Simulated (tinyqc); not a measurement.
## Implanted layer, carriers, mobility and sheet resistance: effect of the background doping of the opposite type

An n-type layer from the surface x = 0 to the junction xj, N(x) = N0 exp(-(x - Rp)^2/(2 sg^2)). Local neutrality (no depletion at surface or junction, no spilling of carriers), intrinsic carriers neglected, full ionisation of active dopants.

xj = Rp + sg sqrt(2 ln(N0/Nb)). Active dopant A = min(N, Ns); n = A - Nb; mobility mu = m1 + (m2 (T/300 K)^(-bt) - m1)/(1 + ((A + Nb)/Nr)^am). Dose = integral of N, carrier sheet density = integral of n, 1/Rs = q integral of n mu, mean mobility 1/(q Rs sheet density), Hall mobility (unit Hall factor) = integral of n mu^2 over integral of n mu, Hall sheet density = (integral of n mu)^2/integral of n mu^2; all from 0 to xj. Integrals on 4000 steps.

Parameters, values chosen for the exercise; values close to those of arsenic in silicon over a p-type background:
- T = 500 K (temperature)
- N0 = 3.7e20 cm^-3 (peak chemical concentration)
- m1 = 54.1 cm^2/(V s) (mobility limit at high doping)
- m2 = 1410 cm^2/(V s) (mobility limit at low doping, at 300 K)
- Nr = 9.41e16 cm^-3 (reference doping of the mobility law)
- am = 0.684 (exponent of the mobility law)
- bt = 1.8 (temperature exponent of m2)
- Ns = 1.97e20 cm^-3 (solubility limit of active dopant)
- sg = 8.1 nm (straggle after annealing)
- Rp = 8.3 nm (projected range)

Constants: q = 1.602176634e-19 C. Results are converted to the units shown.

Effect of the background doping of the opposite type:
columns A: Nb (cm^-3); B: xj (nm); C: dose (cm^-2); D: carriers (cm^-2); E: Rs (ohm/square); F: mean mobility (cm^2/(V s)); G: Rs xj (ohm nm); H: Hall/true sheet density
```
A           B         C         D      E      F        G       H
4.2e15  46.95  6.365e14  4.409e14  246.2  57.51  1.156e4  0.9941
2.7e16  43.65  6.365e14  4.408e14  246.3  57.50  1.075e4  0.9951
1.7e17  40.06  6.364e14  4.402e14  246.8  57.45     9886  0.9969
1.1e18  35.93  6.362e14  4.367e14  249.3  57.33     8957  0.9986
7.2e18  31.04  6.346e14  4.167e14  262.5  57.07     8146  0.9996
4.6e19  24.84  6.210e14  3.112e14  354.8  56.53     8814   1.000
```

What does the comparison show?

As Nb goes from 4.2e15 to 4.6e19, xj falls from 47.0 to 24.8 nm, Rs rises from 246 to 355 ohm/square, the mean mobility falls from 57.5 to 56.5 cm^2/(V s) and the share of the dose that conducts falls from 69.3 to 50.1 %.

Computed by the program tinyqc: `OMP_NUM_THREADS=1 python tinyqc.py 2110142 2110143 out.jsonl`, one thread of a shared Intel Xeon 2.30GHz, about 0.01 s for the whole run.
